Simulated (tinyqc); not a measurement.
Gated two-dimensional channel with two bands, quantum capacitance: one step of the calculation.

phi is the Fermi level above the lowest band edge, in volts; Vg is counted from the gate voltage at which an empty channel would have phi = 0. The channel has no thickness; trap charge is -q Dit phi.

Task. Charge and capacitances at the solution. D1 = gv md m0 q/(pi hbar^2), D2 = g2 m2 m0 q/(pi hbar^2) per eV; n1 = D1 Vt ln(1 + exp(phi/Vt)), n2 = D2 Vt ln(1 + exp((phi - E2)/Vt)), n = n1 + n2; Cq = q dn/dphi = q [D1/(1 + exp(-phi/Vt)) + D2/(1 + exp((E2 - phi)/Vt))]. 1/C_G = 1/Cox + 1/(Cq + q Dit); dphi/dVg = Cox/(Cox + Cq + q Dit).

Inputs (values chosen for the exercise); lowest band close to that of monolayer WS2:
- T = 300 K (temperature)
- md = 0.316 m0 (in-plane mass)
- gv = 2 (valley degeneracy)
- m2 = 0.62 m0 (in-plane mass of a second band, chosen freely)
- g2 = 6 (valley degeneracy of that band, chosen freely)
- E2 = 0.2 eV (second band edge above the first)
- Dit = 0 cm^-2 eV^-1 (density of traps)

Constants: q = 1.602176634e-19 C, kB = 1.380649e-23 J/K, hbar = 1.054571817e-34 J s, m0 = 9.1093837015e-31 kg, Vt = kB T/q. Results are converted to the units shown.

converged phi = 0.0046322148 V
Cox = 1.0464040 uF/cm^2

Find: n; Cq; C_G; dphi/dVg.

Result.

n = 5.391e12 cm^-2
Cq = 23.17 uF/cm^2
C_G = 1.001 uF/cm^2
dphi/dVg = 0.04321

Cq is 22.1 times Cox, so C_G is 95.7 % of Cox; 0.558 % of the gate voltage has gone into phi.

tinyqc, about 0.01 s, one thread, Intel Xeon 2.30GHz (shared host): `OMP_NUM_THREADS=1 python tinyqc.py 2200101 2200102 out.jsonl`
